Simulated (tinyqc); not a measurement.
Worked calculation: plane-wave Kohn-Sham cycle with exchange-only LDA in a layered model solid. One step of it, computed by the program tinyqc.

Task: Iteration 2: Hamiltonian at one k. H(m,m') = (k + G_m)^2/2 delta + V(G_m - G_m'), with V(-G) = V(G).

A solid whose potential varies along x alone (atomic units):
```
parameter                      value
period a                   15.100000
cross-section of the cell  33.000000
electrons per cell                 2
grid points                       16
plane waves -n..n, n               2
k points                           3
V1 in V1 cos(2 pi x/a)     -0.400000
```

V(G_m), m = 0, 1, 2, ... (hartree): -0.107234  -0.021317  0.020223  0.008015  -0.001090

k = 0.000000 2 pi / a

Give: H.

Result:

H (hartree), lower triangle:
```
         -2       -1       +0       +1      +2
-2   0.2391
-1  -0.0213  -0.0207
+0   0.0202  -0.0213  -0.1072
+1   0.0080   0.0202  -0.0213  -0.0207
+2  -0.0011   0.0080   0.0202  -0.0213  0.2391
```
